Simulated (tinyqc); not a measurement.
## Depth and level of a trap from the time ratio

Question. For an oxide trap tc/te = exp(E/Vt) with E = E0 - dpsi - (xt/tox)(Vg - VT - dpsi), dpsi being the rise of the surface potential above its value at threshold. Find xt and E0, and the depth that would be read if dpsi were ignored.

Values chosen for this exercise: temperature T = 350 K; insulator thickness tox = 2 nm.

Constants: q = 1.602176634e-19 C, kB = 1.380649e-23 J/K, Vt = kB T/q. Results are converted to the units shown.

Vg - VT (V): [-0.01, 0.14]
tc/te: [2.3630821, 0.22343122]
dpsi (V): [-0.0048244203, 0.044713799]

Answer. E + dpsi is a straight line in the oxide voltage Vg - VT - dpsi with slope -xt/tox and intercept E0. Ignoring dpsi assigns the motion of the bands to the trap and overstates its depth.

xt = 0.4300 nm
E0 = 0.02000 eV
depth read without dpsi = 0.9485 nm

Program tinyqc, `OMP_NUM_THREADS=1 python tinyqc.py 2710007 2710008 out.jsonl`; Intel Xeon 2.30GHz, shared host, one thread, about 0.01 s.
